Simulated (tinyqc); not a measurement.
Heavy doping: band filling, gap narrowing, band tails and the effective intrinsic density: one step, computed by the program tinyqc. Command: `OMP_NUM_THREADS=1 python tinyqc.py 3010857 3010858 out.jsonl gapnarrow walk`. One thread of a shared host (Intel(R) Xeon(R) Processor @ 2.30GHz), about 0.02 s of CPU time with the checks.

An n-type crystal above its Mott density, with all dopants ionised: n = N_D - N_A, ionised centres N_I = N_D + N_A. Valleys are taken as spherical with mass m_e.

Problem. Band filling. n = M_c (1/(2 pi^2)) (m_e/(hbar^2/2m_0))^(3/2) int sqrt(E) f dE, f = 1/(1 + exp((E - E_F)/k_B T)); trapezoid rule in t = sqrt(E/k_B T), step 0.02 up to 12; E_F by bisection from the band edge. At T = 0, E_F = (hbar^2/2m_0) k_F^2/m_e; dn/dE_F uses f (1 - f)/k_B T in place of f.

Inputs (values chosen for the exercise, for a model semiconductor):

| quantity | value | unit |
|---|---|---|
| gap E_g | 2.17 | eV |
| electron mass m_e | 0.248 | m_0 |
| valleys M_c | 1 | - |
| temperature T | 400 | K |

Conduction band: parabolic.

n = 2.50e+19 cm^-3

k_F = 0.09045939 1/angstrom

Constants: k_B = 8.617333262e-05 eV/K; hbar^2/(2 m_0) = 3.80998212 eV angstrom^2.

Give: E_F above the band edge; E_F at T = 0; E_F/k_B T; dn/dE_F.

Solution.

E_F above the band edge = 116.9 meV

E_F at T = 0 = 125.7 meV

E_F/k_B T = 3.391

dn/dE_F = 2.754e+20 cm^-3/eV
